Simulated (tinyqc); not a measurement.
The internal displacement: deformation potentials from a strained empirical pseudopotential.

Diamond lattice, no spin-orbit coupling. Atomic form factor V(q) = a1 (q^2 - a2)/(a3 exp(a4 q^2) - 1) in rydberg with q in 1/bohr, for the unstrained cell. Under a strain e the reciprocal vectors and k go over into (1 + e)^(-1) G, the atoms sit at +/- tau with tau = (1 + e) a (1,1,1)/8 - zeta a (eyz, ezx, exy)/4, and H(G,G') = c |k + G|^2 delta + (V(q)/det(1 + e)) cos(q.tau), q = G - G', with the term q = 0 left out; c = hbar^2/2m0. The basis is fixed before straining: all G with |k + G|^2 up to 16 (2 pi/a)^2. k is given in units of 2 pi/a of the unstrained cell.

Constants: hbar^2/2m0 = 3.80998211 eV angstrom^2; Ry = 13.60569312 eV; a0 (Bohr radius) = 0.5291772105 angstrom.

Values chosen for the exercise (out of a larger set: near those of Si; not measured data):

| symbol | value | unit | meaning |
|---|---|---|---|
| a | 5.427 | angstrom | lattice constant |
| A | (0.539, 2.195, 2.057, 0.482) |  | a1 (Ry bohr^2), a2 (1/bohr^2), a3, a4 (bohr^2) |
| h | 0.002 |  | size of the test strain |

Xu of L (level 5, the lowest empty one) and d from exy = eyz = ezx = h for several zeta: Xu = [E(L [111]) - E(L [1-1-1])]/((8/3) h), d = (single valence level - pair)/(3 sqrt(3) h). zeta = 0 strains the bonds with the lattice; zeta = 1 keeps all four bond lengths equal to first order.

Results:

| zeta | Xu (L) (eV) | d (eV) |
|---|---|---|
| 0.00 | 11.02 | 0.92 |
| 0.25 | 11.43 | -1.43 |
| 0.50 | 11.85 | -3.78 |
| 0.60 | 12.02 | -4.72 |
| 0.75 | 12.28 | -6.12 |
| 1.00 | 12.72 | -8.47 |

What does the comparison show, and why?

From zeta = 0 to 1, d goes from 0.92 to -8.47 eV and Xu (L) from 11.02 to 12.72 eV, both nearly linearly: the displacement is an optical-phonon mode, and d = d(0) - zeta d0/4 gives its deformation potential d0 = 38 eV. Leaving the relaxation out (zeta = 0 for 0.5) moves d by +4.70 eV, which reverses its sign, and Xu (L) by -0.83 eV. Tetragonal strain has no such freedom.

tinyqc: `OMP_NUM_THREADS=1 python tinyqc.py 1881109 1881110 out.jsonl`; about 0.2 s, one thread, shared Intel(R) Xeon(R) Processor @ 2.30GHz.
